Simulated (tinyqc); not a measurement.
From results back to parameters: Boltzmann transport in a parabolic band with a power-law relaxation time. Three cases, with inputs chosen for the exercise.

Problem. The Seebeck coefficient and the Hall density nH = n/rH are given; md is hidden (a Pisarenko analysis).

F_j(eta) = (1/Gamma(j + 1)) integral_0^infinity x^j dx/(1 + exp(x - eta)), which tends to exp(eta) for eta << 0.

n = N F_1/2(eta) with N = 2 (m kB T/(4 pi c))^(3/2) with c = hbar^2/2m0, in 1/angstrom^3; times 1e24 for 1/cm^3, m = md.

tau = tau0 x^r with x = E/kT. With K_j = Gamma(j + 1) F_j(eta): <tau> = tau0 (r + 3/2) K_(r+1/2)/((3/2) K_(1/2)); mu = <tau>/(mc m0/e), m0/e = 5.685630e-12 kg/C; Hall factor rH = (3/2) K_(1/2) (2r + 3/2) K_(2r+1/2)/((r + 3/2) K_(r+1/2))^2; Seebeck S = -(kB/e) [(r + 5/2) K_(r+3/2)/((r + 3/2) K_(r+1/2)) - eta]; Lorenz number L = (kB/e)^2 [(r + 7/2) K_(r+5/2)/((r + 3/2) K_(r+1/2)) - ((r + 5/2) K_(r+3/2)/((r + 3/2) K_(r+1/2)))^2]; kB/e in V/K. Valley anisotropy is left out of rH.

Constants: hbar^2/2m0 = 3.80998211 eV angstrom^2; kB = 8.617333262e-05 eV/K.

Case 1.

Values chosen (out of a larger set: masses near those of Si; tau0 is set for a mobility of the usual size at this n, kL is a free input; freeze-out and phonon drag, which matter near 77 K, are left out; not measured data): r = -0.5 (exponent of tau); T = 400 K.

S = -185.486 microvolt/K
nH = 3.7306e+19 1/cm^3

Case 2.

Values chosen (out of a larger set: masses near those of GaN; tau0 is set for a mobility of the usual size at this n, kL is a free input; freeze-out and phonon drag, which matter near 77 K, are left out; not measured data): r = 1.5 (exponent of tau); T = 200 K.

S = -469.574 microvolt/K
nH = 1.4432e+17 1/cm^3

Case 3.

Values chosen (out of a larger set: masses near those of Ge; tau0 is set for a mobility of the usual size at this n, kL is a free input; freeze-out and phonon drag, which matter near 77 K, are left out; not measured data): r = 1.5 (exponent of tau); T = 200 K.

S = -288.402 microvolt/K
nH = 5.7741e+18 1/cm^3

Find: eta; rH; n; md.

Solution. S depends on eta alone and |S| falls steadily with it; eta gives rH and so n, and N = n/F_1/2(eta) gives md from N proportional to md^(3/2).

Case 1.

eta = 0.32
rH = 1.126
n = 4.2e+19 1/cm^3
md = 1.071 m0

Case 2.

eta = -1.39
rH = 1.871
n = 2.7e+17 1/cm^3
md = 0.195 m0

Case 3.

eta = 1.12
rH = 1.593
n = 9.2e+18 1/cm^3
md = 0.538 m0

Computed by tinyqc, one run a case: `OMP_NUM_THREADS=1 python tinyqc.py N N+1 out.jsonl` with N = 1681781, 1681790, 1681795; one thread of a shared Intel(R) Xeon(R) Processor @ 2.30GHz, about 0.01 s a run at most.
